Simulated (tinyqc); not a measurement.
A barrier in a uniform field, exact transmission by Airy functions: two steps of the calculation.

The left lead has its band edge at 0, the barrier edge falls as U(x) = U0 - F x with F = V/d for 0 < x < d, and the right lead has its edge at -V. No transverse momentum; C = hbar^2/(2 m0); psi and psi'/m are continuous. M carries (psi, psi'/m) across the barrier.

Values chosen for this exercise; masses and offsets close to those of GaN wells and AlGaN barriers; the mass of the right lead is set freely:
```
symbol  value  unit                     meaning
mL        0.2    m0       mass in the left lead
U0       0.62    eV       barrier edge at x = 0
m1       0.28    m0         mass in the barrier
E       0.234    eV             electron energy
d         3.6    nm               barrier width
V        0.27     V  voltage across the barrier
mR       0.37    m0      mass in the right lead
```

Constants: q = 1.602176634e-19 C, hbar = 1.054571817e-34 J s, m0 = 9.1093837015e-31 kg, hbar^2/(2 m0) = 0.0380998212 eV nm^2. Results are converted to the units shown.

Question 1. Scaled variables. Energy scale e = (C F^2/m1)^(1/3), z(x) = (U(x) - E)/e, s = (dz/dx)/m1 = -F/(e m1); v = k/m in a lead. vL = sqrt(mL E/C)/mL, vR = sqrt(mR (E + V)/C)/mR.

Find: F; e; z1; z2; s; vL; vR.

Answer 1.

F = 0.075000 V/nm
e = 0.091474 eV
z1 = 4.2198
z2 = 1.2681
s = -2.9282 1/nm
vL = 5.5416 1/nm
vR = 5.9793 1/nm

Both z are positive: the whole barrier is forbidden.

Question 2. Transmission, exact and WKB. With M acting on (psi, psi'/m) and v = k/m in each lead, T(E) = 4 vL vR/[(vL vR M12 - M21)^2 + (vR M11 + vL M22)^2]. WKB: exp(-S), S = (4/(3 F)) sqrt(m1/C) [max(U0 - E, 0)^1.5 - max(U0 - F d - E, 0)^1.5].

M (M12 in nm, M21 in 1/nm):
```
,1,2
1,78.528412,13.476740
2,293.35875,50.357819
```

vL = 5.5415526 1/nm
vR = 5.9793357 1/nm

Find: T(E); S; exp(-S); ratio T(E)/exp(-S).

Answer 2.

T(E) = 2.2700e-4
S = 9.6538
exp(-S) = 6.4184e-5
ratio T(E)/exp(-S) = 3.5367

Range of the model: Masses are held fixed, although real bands cease to be parabolic a few tenths of an eV from their edges.

Numbers from tinyqc (`OMP_NUM_THREADS=1 python tinyqc.py 2580111 2580112 out.jsonl`; about 0.01 s on one thread of a shared Intel Xeon 2.30GHz).
